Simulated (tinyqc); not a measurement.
MOS structure on a p-type body, non-linear Poisson equation by Newton steps: two steps of the calculation.

One dimension, insulator interface at x = 0, acceptor density Na, uniform, net doping C = -(acceptor density). psi is counted from the intrinsic level: n = ni exp((psi - Vb)/Vt), p = ni exp(-psi/Vt); deep in the body psi_b = -Vt ln(Na/ni). The gate acts through Cox = eps0 eox/tox and has the potential psi_G = Vg - (phiM - chi - Vt ln(Nc/ni)). Boltzmann statistics, full ionisation, classical densities, no oxide or interface charge.

Values chosen for this exercise; band and dielectric values close to those of silicon:

| symbol | value | unit | meaning |
|---|---|---|---|
| T | 300 | K | temperature |
| Eg | 1.13 | eV | band gap |
| Nc | 2.83e19 | cm^-3 | conduction-band density of states at T |
| Nv | 2.68e19 | cm^-3 | valence-band density of states at T |
| chi | 4.03 | eV | electron affinity |
| Na | 1.4e16 | cm^-3 | acceptor density deep in the body |
| eox | 7.45 |  | relative permittivity of the gate insulator (close to silicon nitride) |
| tox | 8 | nm | insulator thickness |
| phiM | 4.22 | eV | gate work function |
| Vb | 0 | V | electron quasi-Fermi potential against the body |
| Vg | 0.54 | V | gate voltage against the body |

Constants: q = 1.602176634e-19 C, kB = 1.380649e-23 J/K, Vt = kB T/q, eps0 = 8.8541878128e-14 F/cm where lengths are in cm. Results are converted to the units shown.

Question 1. Scales and end potentials. ni = sqrt(Nc Nv) exp(-Eg/(2 Vt)), Eg in volts; Cox, psi_G and psi_b as defined.

Wanted: ni; Cox; psi_G; psi_b.

Answer 1.

ni = 8.8793e9 cm^-3
Cox = 0.82455 uF/cm^2
psi_G = 0.91570 V
psi_b = -0.36893 V

Question 2. Converged densities and sheet charges. n and p as above; box widths w_i (half boxes at both ends); band bending psi_0 - psi_b; N_inv = sum w n; N_dep = -sum w (p + C); centroid sum w n x/N_inv; gate charge Cox (psi_G - psi_0)/q.

| node | x (nm) | converged psi (V) | net doping C (cm^-3) |
|---|---|---|---|
| 0 | 0 | 0.53827567 | -1.4e16 |
| 1 | 0.4 | 0.52765448 | -1.4e16 |
| 2 | 1.09 | 0.51305494 | -1.4e16 |
| 3 | 2.29 | 0.49405580 | -1.4e16 |
| 4 | 4.36 | 0.47046717 | -1.4e16 |
| 5 | 7.93 | 0.44088422 | -1.4e16 |
| 6 | 14.1 | 0.40074105 | -1.4e16 |
| 7 | 24.8 | 0.33962305 | -1.4e16 |
| 8 | 43.3 | 0.24155241 | -1.4e16 |
| 9 | 75.3 | 0.08924240 | -1.4e16 |
| 10 | 131 | -0.12387548 | -1.4e16 |
| 11 | 226 | -0.33498603 | -1.4e16 |
| 12 | 391 | -0.36785533 | -1.4e16 |
| 13 | 677 | -0.36892991 | -1.4e16 |

ni = 8.8792926e9 cm^-3

Give: n; p; band bending; N_inv; N_dep; centroid of the electrons; gate charge over q.

Answer 2.

| node | n (cm^-3) | p (cm^-3) |
|---|---|---|
| 0 | 9.7952e18 | 8.0491 |
| 1 | 6.4951e18 | 12.139 |
| 2 | 3.6925e18 | 21.352 |
| 3 | 1.7707e18 | 44.525 |
| 4 | 7.1102e17 | 110.89 |
| 5 | 2.2642e17 | 348.22 |
| 6 | 4.7922e16 | 1645.2 |
| 7 | 4.5060e15 | 17497 |
| 8 | 1.0146e14 | 7.7710e5 |
| 9 | 2.8028e11 | 2.8130e8 |
| 10 | 7.3682e7 | 1.0700e12 |
| 11 | 20934 | 3.7661e15 |
| 12 | 5870.6 | 1.3430e16 |
| 13 | 5631.6 | 1.4000e16 |

band bending = 0.90721 V
N_inv = 1.5464e12 cm^-2
N_dep = 3.9579e11 cm^-2
centroid of the electrons = 2.3784 nm
gate charge over q = 1.9424e12 cm^-2

N_inv + N_dep is 0.013 % below the gate charge.

Range of the model: On a fine mesh the surface electron density exceeds 0.3 Nc, so degeneracy and confinement would lower the charge and push it away from the interface.

Computed by the program tinyqc: `OMP_NUM_THREADS=1 python tinyqc.py 2080014 2080015 out.jsonl`, one thread of a shared Intel Xeon 2.30GHz, about 0.3 s for the whole run.
